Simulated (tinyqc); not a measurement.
# Transfer-length model of a contact, step by step

Numbers from tinyqc (`OMP_NUM_THREADS=1 python tinyqc.py 2760012 2760013 out.jsonl`; about 0.01 s on one thread of a shared Intel Xeon 2.30GHz). Printed values are rounded.

A metal contact of length d and width W on a thin layer of the same width. The metal has no resistance, the sheet resistance under it equals Rsh, and current enters the layer at the front edge x = 0.

Values chosen for this exercise: contact length d = 1.7 um; contact width W = 25 um.

## Straight-line fit

L, gap 1 to 6 (um): [2.6, 3.3, 4.2, 5.4, 6.9, 8.8]
R_T, gap 1 to 6 (ohm): [379.73, 450.14, 537.39, 665.17, 802.04, 1001.8]

Pairs of such contacts at gaps L have R_T = Rsh L/W + 2 Rc. The values of R_T were made from Rsh and rc with a random scatter of 2 % and are treated as data. Least squares: slope = sum (L - mean L)(R_T - mean R_T)/sum (L - mean L)^2, intercept = mean R_T - slope mean L. Rsh = slope W, Rc = intercept/2, and A = Rc/slope is half the distance from the origin to the zero of the line.

slope = 99.89098 ohm/um
intercept = 119.9453 ohm
Rsh = 2497.274 ohm/sq
Rc = 59.97263 ohm
A = 0.6003809 um

## Iteration 1: transfer length

Lt at the start = 0.6003809 um

A = Lt coth(d/Lt) is solved for Lt, starting from Lt = A. Lt(new) = A tanh(d/Lt).

Lt after iteration 1 = 0.5962264 um

## Iteration 2: transfer length

As before.

Lt after iteration 2 = 0.5963866 um

## Course of the iteration

Stop when Lt changes by less than 1e-9 of itself, or after 40 iterations.

Course of the iteration:
```
iteration    Lt (um)  relative change
1          0.5962264          6.92e-3
2          0.5963866          2.69e-4
3          0.5963805          1.02e-5
4          0.5963808          3.90e-7
5          0.5963808          1.49e-8
6          0.5963808         5.66e-10
```

Converged in 6 iterations. The plain step multiplies the error by -2x/sinh(2x) = -0.038, x = d/Lt.

## Contact resistivity

converged Lt = 0.5963808 um

rc = Rsh Lt^2. Short cuts: Rsh A^2 (long contact, Lt = A) and Rc W d (short contact, even current).

rc = 8.882056e-6 ohm cm^2
Rsh A^2 = 9.001605e-6 ohm cm^2
Rc W d = 2.548837e-5 ohm cm^2

The extracted rc is 19 % below the value 1.1e-5 ohm cm^2 that made the data. The long-contact form is 1.3 % above the extracted value and the short-contact form 2.87 times it; both can only overstate it.
